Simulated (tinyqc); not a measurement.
What moves the results: shallow donor in an anisotropic valley (effective-mass theory). A value that a table varies takes the place of the one given here.

One valley: H = -c [(d2/dx2 + d2/dy2)/mt + (d2/dz2)/ml] - q/(eps r), c = hbar^2/2m0, q = e^2/(4 pi eps0). Trial function exp(-sqrt((x^2 + y^2)/a^2 + z^2/b^2)) with a > b: T = (c/3)(2/(mt a^2) + 1/(ml b^2)), V = -(q/eps) atan(u/b)/u, u = sqrt(a^2 - b^2). The central cell of the impurity is left out.

Constants: hbar^2/2m0 = 3.80998211 eV angstrom^2; e^2/(4 pi eps0) = 14.39964547 eV angstrom; Ry = 13.60569312 eV; a0 (Bohr radius) = 0.5291772105 angstrom.

Parameters, chosen for this exercise (near those of AlAs; shifted at random, so the results belong to these values and not to a real crystal):
- mt = 0.197 m0 (transverse mass)
- eps = 9.8 (dielectric constant)
- xs = (1.5, 2, 2.9, 5, 7.7, 22, 37, 100) (ratios ml/mt)
- ml = 1.062 m0 (longitudinal mass)

## Mass anisotropy

mt and eps fixed, ml varied. Energies in units of Ry*(mt) = Ry mt/eps^2 and lengths in a*(mt) = a0 eps/mt; the last two columns use one mass, 3/(1/ml + 2/mt) or (ml mt^2)^(1/3).

Results:
```
ml/mt   a/a*    b/a  binding  conductivity mass  density-of-states mass
1.50   0.920  0.866    1.139              1.125                   1.145
2.00   0.870  0.782    1.241              1.200                   1.260
2.90   0.813  0.686    1.377              1.279                   1.426
5.00   0.744  0.567    1.580              1.364                   1.710
7.70   0.698  0.488    1.742              1.409                   1.975
22.0   0.613  0.340    2.123              1.467                   2.802
37.0   0.582  0.284    2.300              1.480                   3.332
100    0.536  0.203    2.605              1.493                   4.642
```

How do the results move?

The binding grows from 1.14 to 2.60 Ry*(mt); for ml going to infinity the exact problem becomes two-dimensional, with 4 Ry*. The conductivity mass saturates at 1.5 and underbinds, by 14 % at ml/mt = 5; the density-of-states mass errs by +8 % there and by +78 % in the last row. With these mt and eps one unit is 27.91 meV.

## What each parameter does

The minimum of the trial energy. Each row changes one parameter from the base and keeps the others.

Results:
```
case           E (meV)  a (angstrom)  b (angstrom)    b/a
base            -44.88         19.36         10.69  0.552
ml = 0.85 m0    -42.55         20.04         11.96  0.597
mt = 0.217 m0   -48.32         17.84         10.19  0.571
eps = 10.8      -36.95         21.33         11.78  0.552
```

How do the results move?

The largest shifts from the base row, up to three for each result and ties (the steps differ in size, so this ranks the rows, not the parameters). E (meV): eps +7.93, mt -3.44, ml +2.33. a (angstrom): eps +1.98, mt -1.52, ml +0.68. b (angstrom): ml +1.27, eps +1.09, mt -0.50. b/a: ml +0.045, mt +0.019; unchanged at the printed digits by eps. eps only rescales the solution (E as 1/eps^2, lengths as eps), so b/a depends on ml/mt alone.

(tinyqc, `OMP_NUM_THREADS=1 python tinyqc.py 1281016 1281017 out.jsonl`, Intel(R) Xeon(R) Processor @ 2.30GHz, 1 thread, shared host, about 0.01 s.)
